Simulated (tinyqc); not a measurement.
# Changing the background C_B

Model: sheet resistance of a shallow doped layer with concentration-dependent mobility and limited activation. Computed by tinyqc, a small Python program. Command: `OMP_NUM_THREADS=1 python tinyqc.py 3015391 3015392 out.jsonl irvin sweep`. One thread of a shared host (Intel(R) Xeon(R) Processor @ 2.30GHz), about 0.03 s of CPU time with the checks.

A layer of one dopant lies in a background of the opposite type. Current flows parallel to the surface down to the junction; depletion is ignored.

Inputs (values chosen for the exercise, modelled on arsenic in silicon):
```
quantity,value,unit
surface concentration C_s,8.6e+20,1/cm^3
length l,11,nm
mobility floor mu_min,51.5,cm^2/(V s)
mobility mu_max,1420,cm^2/(V s)
reference density N_r,9.04e+16,1/cm^3
exponent alpha,0.699,-
prefactor of the active limit,2.2e+22,1/cm^3
energy of the active limit,0.463,eV
anneal temperature T,1050,C
```

Profile: erfc.

Constants: k_B = 8.617333262e-05 eV/K; e = 1.602176634e-19 C.

Method:
- C(x) = C_s erfc(x/l).
- Temperatures in kelvin are T(C) + 273.15.
- Active limit C_a = prefactor x exp(-energy/(k_B T)); the junction lies where C = C_B, and the profile exceeds C_a down to x_a (zero if C_s is below C_a). Slope at the junction in nm per decade = ln(10) C/|dC/dx|.
- Active density N = min(C, C_a); carriers n = N - C_B; mobility mu = mu_min + (mu_max - mu_min)/(1 + ((N + C_B)/N_r)^alpha).
- Integrals from 0 to x_j, where C = C_B (Gauss-Legendre, 60 points on each smooth piece; 1 nm = 1e-7 cm): dose int C dx, carriers int n dx, mean mobility int n mu dx/int n dx, R_s = 1/(e int n mu dx).

One run for each value:
```
background C_B (1/cm^3),junction depth x_j (nm),sheet resistance R_s (ohm/square),mean mobility (cm^2/(V s)),abruptness at the junction (nm/decade)
1.00e+14,41.22,272.0,57.85,3.270
4.00e+14,39.20,272.0,57.85,3.427
2.00e+15,36.74,272.1,57.84,3.641
7.00e+15,34.70,272.1,57.83,3.837
1.00e+17,29.98,272.9,57.72,4.383
6.00e+17,26.37,274.9,57.49,4.909
2.00e+18,23.69,278.7,57.22,5.386
1.00e+19,19.63,294.4,56.61,6.298
```

Give the missing row, background C_B (1/cm^3) = 3.00e+16.

Computed row; columns: (1) background C_B (1/cm^3); (2) junction depth x_j (nm); (3) sheet resistance R_s (ohm/square); (4) mean mobility (cm^2/(V s)); (5) abruptness at the junction (nm/decade):
```
(1)         (2)    (3)    (4)    (5)
3.00e+16  32.19  272.4  57.79  4.109
```

Interpolating between the two neighbouring rows (the first column on a logarithmic scale, the others too where they are positive) misses most in junction depth x_j (nm), by 0.51 %. Over the rows, junction depth x_j (nm) falls from 41.2 to 19.6 (exponent d ln y / d ln x -0.036 between the first rows and -0.12 between the last); sheet resistance R_s (ohm/square) rises from 272 to 294; mean mobility (cm^2/(V s)) falls from 57.8 to 56.6. A heavier background makes the junction shallower, removes carriers and adds scattering centres.

Caution (all rows): above about 2e20 per cm^3 measured mobilities fall further than this form.
